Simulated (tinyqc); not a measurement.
Leakage currents through a thin dielectric. Inputs raised by 2 %, one at a time. Computed by tinyqc, a small Python program. Command: `OMP_NUM_THREADS=1 python tinyqc.py 3003945 3003946 out.jsonl leak sens`. One thread of a shared host (Intel(R) Xeon(R) Processor @ 2.30GHz), about 0.06 s of CPU time with the checks.

Electrons leave an electrode with Fermi energy E_F above its band bottom; barriers are counted from the Fermi level, and both electrodes are alike. They cross the interlayer first.

Inputs (values chosen for the exercise, modelled on a low-k dielectric):
```
quantity                         value  unit
barrier height phi_B              2.67    eV
tunnelling mass m                 0.44   m_0
static permittivity k             2.63     -
optical permittivity k_o          1.94     -
trap depth phi_t                   1.1    eV
Poole-Frenkel prefactor sigma_0  1e-05  S/cm
thickness t                        2.1    nm
voltage V                         0.35     V
temperature T                      300     K
interlayer thickness t_i           0.6    nm
interlayer barrier phi_i          3.14    eV
interlayer mass m_i               0.43   m_0
interlayer permittivity k_i        3.7     -
```

Stack: dielectric on an interlayer.

Constants: m_0 = 9.1093837015e-31 kg; e = 1.602176634e-19 C; hbar = 1.054571817e-34 J s; eps_0 = 8.8541878128e-12 F/m; k_B = 8.617333262e-05 eV/K; k_B = 1.380649e-23 J/K; h = 6.62607015e-34 J s.

Method:
- Fields: F_i = V/(t_i + t k_i/k), F = F_i k_i/k; equivalent oxide thickness 3.9 (t/k + t_i/k_i).
- WKB: a layer of mass m, field F and barrier b(x) = b_0 - e F x gives the exponent (4 sqrt(2 m)/(3 hbar e F)) [b_0^(3/2) - max(b_0 - e F t, 0)^(3/2)] for b_0 > 0; b_0 = barrier - (E - E_F), less e F_i t_i for the second layer; the transmission is D(E) = exp(-sum of exponents), without image force.
- Schottky emission J = A T^2 exp(-(phi_B - sqrt(e^3 F/(4 pi k_o eps_0)))/k_B T), A = 4 pi e m k_B^2/h^3 with the tunnelling mass; Poole-Frenkel J = sigma_0 F exp(-(phi_t - sqrt(e^3 F/(pi k_o eps_0)))/k_B T); both use the field F of the dielectric and ignore the interlayer.

Runs; columns: (1) input moved; (2) from; (3) to; (4) Poole-Frenkel current density (A/cm^2); (5) transmission D(E_F); (6) equivalent oxide thickness (nm); (7) Schottky current density (A/cm^2):
```
(1)                             (2)     (3)         (4)         (5)     (6)         (7)
base run                          -       -  2.7303e-07  1.5157e-13  3.7465  1.6233e-33
barrier height phi_B (eV)      2.67  2.7234  2.7303e-07  1.1905e-13  3.7465  2.0574e-34
tunnelling mass m (m_0)        0.44  0.4488  2.7303e-07  1.2127e-13  3.7465  1.6558e-33
static permittivity k          2.63  2.6826  2.6098e-07  1.5198e-13  3.6854  1.5898e-33
optical permittivity k_o       1.94  1.9788  2.1383e-07  1.5157e-13  3.7465  1.4366e-33
trap depth phi_t (eV)           1.1   1.122  1.1658e-07  1.5157e-13  3.7465  1.6233e-33
voltage V (V)                  0.35   0.357  3.5646e-07  1.5454e-13  3.7465  1.8365e-33
interlayer thickness t_i (nm)   0.6   0.612  2.6098e-07  1.3184e-13  3.7591  1.5898e-33
```

Exponents ln(y'/y) / ln(x'/x):
```
input                     Poole-Frenkel current density  transmission D(E_F)  equivalent oxide thickness  Schottky current density
barrier height phi_B                              0.000              -12.196                        0.00                  -104.310
tunnelling mass m                                 0.000              -11.260                        0.00                     1.000
static permittivity k                            -2.280                0.140                       -0.83                    -1.055
optical permittivity k_o                        -12.343                0.000                        0.00                    -6.171
trap depth phi_t                                -42.974                0.000                        0.00                     0.000
voltage V                                        13.465                0.981                        0.00                     6.233
interlayer thickness t_i                         -2.280               -7.041                        0.17                    -1.055
```

To which inputs is each result most sensitive?

Among the inputs moved here: Poole-Frenkel current density answers most in size to trap depth phi_t (exponent -42.974), next to voltage V (+13.465); its exponent is below 0.0005 for barrier height phi_B, tunnelling mass m. Transmission D(E_F) answers most in size to barrier height phi_B (exponent -12.196), next to tunnelling mass m (-11.260); its exponent is below 0.0005 for optical permittivity k_o, trap depth phi_t. Equivalent oxide thickness answers most in size to static permittivity k (exponent -0.830), next to interlayer thickness t_i (+0.170); its exponent is below 0.0005 for barrier height phi_B, tunnelling mass m, optical permittivity k_o, trap depth phi_t, voltage V. Schottky current density answers most in size to barrier height phi_B (exponent -104.310), next to voltage V (+6.233); its exponent is below 0.0005 for trap depth phi_t.
